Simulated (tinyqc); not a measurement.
# Energy and delay of logic against supply voltage: two studies

One expression serves below and above threshold: I(Vg) = Ik [ln(1 + exp((Vg - VT + dd V)/(al nf Vt)))]^al, with I_on = I(V) and I_off = I(0). Gate delay td = kd C V/I_on, clock period LD td. Per gate and cycle the switching energy is act C V^2 and the leakage energy I_off V LD td. No short-circuit current, no variation. Minima are sought above 0.09 V; below a few Vt gates no longer switch and the model has no meaning.

Values chosen for this exercise; values of the order met in logic technologies:
- T = 378 K (temperature)
- VT = 0.27 V (threshold voltage at zero drain bias)
- nf = 1.18 (slope factor)
- dd = 0.07 (barrier lowering per volt of supply)
- Ik = 0.83 uA (specific current of a gate)
- al = 1.5 (exponent of the current law)
- C = 2.3 fF (load capacitance of a gate)
- kd = 1.1 (delay factor)
- LD = 40 (logic depth)
- act = 0.2 (activity factor)

Constants: q = 1.602176634e-19 C, kB = 1.380649e-23 J/K, Vt = kB T/q. Results are converted to the units shown.

Each table varies one quantity; the others keep the values above.

## Energy and delay against supply voltage

EDP = energy times td.

Energy and delay against supply voltage:
```
V (V)  I_on (uA)  I_off (nA)  td (ps)  switching (aJ)  leakage (aJ)  energy (aJ)  EDP (fJ ps)
0.15    0.043240     0.96251   8776.7          10.350        50.686       61.036       535.69
0.27     0.67402      1.1961   1013.5          33.534        13.091       46.625       47.253
0.38      3.1999      1.4594   300.45          66.424        6.6647       73.089       21.959
0.5       8.2056      1.8127   154.16          115.00        5.5892       120.59       18.590
0.62      14.797      2.2511   106.01          176.82        5.9181       182.74       19.372
0.73      21.907      2.7447   84.305          245.13        6.7567       251.89       21.236
0.85      30.661      3.4063   70.139          332.35        8.1231       340.47       23.880
0.97      40.344      4.2257   60.829          432.81        9.9734       442.79       26.935
1.08      49.966      5.1468   54.685          536.54        12.159       548.70       30.006
1.2       61.218      6.3790   49.593          662.40        15.185       677.58       33.604
```

td falls from 8780 to 49.6 ps; the energy goes from 61.0 through a minimum of 46.6 (at V = 0.27 V among the rows listed) to 678 aJ and the EDP goes from 536 through a minimum of 18.6 (at V = 0.5 V among the rows listed) to 33.6 fJ ps. The exact minima lie at V = 0.233 V for the energy and 0.515 V for the EDP. Going from 1.2 V to the energy minimum saves a factor of 15.3 in energy and costs a factor of 37.0 in delay. Below the minimum the leakage energy rises faster than the switching energy falls, because the clock period grows so steeply.

## Optimum supplies against the threshold voltage at zero drain bias

Same model as above.

V_min minimises the energy and V_EDP the product of energy and td.

Results:
```
VT (V)  V_min (V)  energy at V_min (aJ)  leakage share (%)  clock at V_min (MHz)  V_EDP (V)  clock at V_EDP (GHz)
0.2        0.2277                 58.59              59.29                 43.93     0.4310                0.1841
0.25       0.2325                 46.76              46.83                 19.89     0.4858                0.1714
0.3        0.2340                 41.61              39.49                 7.336     0.5647                0.1763
0.35       0.2346                 39.40              35.76                 2.346     0.6546                0.1878
0.4        0.2348                 38.45              34.03                0.6898     0.7474                0.2004
0.5        0.2350                 37.89              32.94               0.05373     0.9344                0.2241
0.55       0.2350                 37.82              32.81               0.01472      1.028                0.2350
```

Estimate the missing row, VT = 0.45 V.

Computed row:
```
VT (V)  V_min (V)  energy at V_min (aJ)  leakage share (%)  clock at V_min (MHz)  V_EDP (V)  clock at V_EDP (GHz)
0.45       0.2350                 38.06              33.27                0.1944     0.8409                0.2125
```

With this row back in the table: As VT goes from 0.2 to 0.55, V_min rises from 0.228 to 0.235 V, the energy there falls from 58.6 to 37.8 aJ, the clock there falls from 43.9 to 0.0147 MHz and V_EDP rises from 0.431 to 1.03 V. V_min lies below VT for VT = 0.25, 0.3, 0.35, 0.4, 0.45, 0.5, 0.55 V. As VT grows, I_on too becomes a subthreshold current, VT cancels more and more from the energy, and it mainly sets the clock.

Numbers from tinyqc (`OMP_NUM_THREADS=1 python tinyqc.py 2082120 2082121 out.jsonl`; about 0.01 s on one thread of a shared Intel Xeon 2.30GHz).
